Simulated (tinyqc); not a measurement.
# Worked calculation: square on-chip spiral inductor, lumped pi model

Program tinyqc, `OMP_NUM_THREADS=1 python tinyqc.py 2302081 2302082 out.jsonl`; Intel Xeon 2.30GHz, shared host, one thread, about 0.01 s. Printed values are rounded.

Outer diameter do = di + 2 n wd + 2 (n - 1) sp, mean da = (do + di)/2, fill p = (do - di)/(do + di), length l = 4 n da. L = 2.34 mu0 n^2 da/(1 + 2.75 p), mu0 = 4 pi 1e-7 H/m. Rs = rho l/(wd delta (1 - exp(-th/delta))), delta = sqrt(rho/(pi f mu0)). Cs = n wd^2 eps0 eo/hu across the coil. At each end Cox = l wd eps0 eo/(2 ho) leads to the substrate branch Rsi = 2 rs he/(l wd) in parallel with Csi = l wd eps0 11.7/(2 he). With one end grounded Y = 1/(Rs + i w L) + i w Cs + 1/[1/(i w Cox) + 1/(1/Rsi + i w Csi)], w = 2 pi f; Q = -Im Y/Re Y. Eddy currents in neighbouring turns and in the substrate are left out.

Inputs (values chosen for the exercise); values of the order met in silicon radio-frequency processes:
- n = 2.5 (number of turns)
- wd = 10 um (line width)
- sp = 1.5 um (space between turns)
- di = 60 um (inner diameter)
- th = 3.4 um (metal thickness)
- rho = 1.9 uohm cm (metal resistivity)
- ho = 7.3 um (oxide below the coil)
- hu = 1.2 um (oxide between coil and underpass)
- eo = 4.1 (relative permittivity of the oxide)
- rs = 1 ohm cm (substrate resistivity)
- he = 30 um (effective spreading depth in the substrate)
- f = 1.1 GHz (frequency)

Constants: eps0 = 8.8541878128e-12 F/m. Results are converted to the units shown.

## Geometry and model elements

do, l, L, delta, Rs, Cs, Cox, Rsi and Csi as defined.

do = 114.5 um
l = 872.5 um
L = 0.8626194 nH
delta = 2.091706 um
Rs = 0.9867459 ohm
Cs = 7.562952 fF
Cox = 21.69428 fF
Rsi = 68.76791 ohm
Csi = 15.06429 fF

Rs is 2.02 times the direct-current value in this empirical form, which overstates the skin effect of a flat slab when delta is near th and so stands in for some current crowding.

## Admittance, quality factor and apparent inductance

Series branch 1/(Rs + i w L), substrate branch, total Y, Q = -Im Y/Re Y, apparent inductance Im(1/Y)/w, metal-only value w L/Rs, share of the loss in the substrate Re(substrate branch)/Re Y.

series branch = 27.0200-163.2571i mS
substrate branch = 0.0015456+0.1499131i mS
Y = 27.0216-163.0549i mS
Q = 6.034252
apparent inductance = 0.8636293 nH
w L/Rs = 6.042079
share of the loss in the substrate = 0.005719767 %

Q is 99.9 % of the metal-only value.
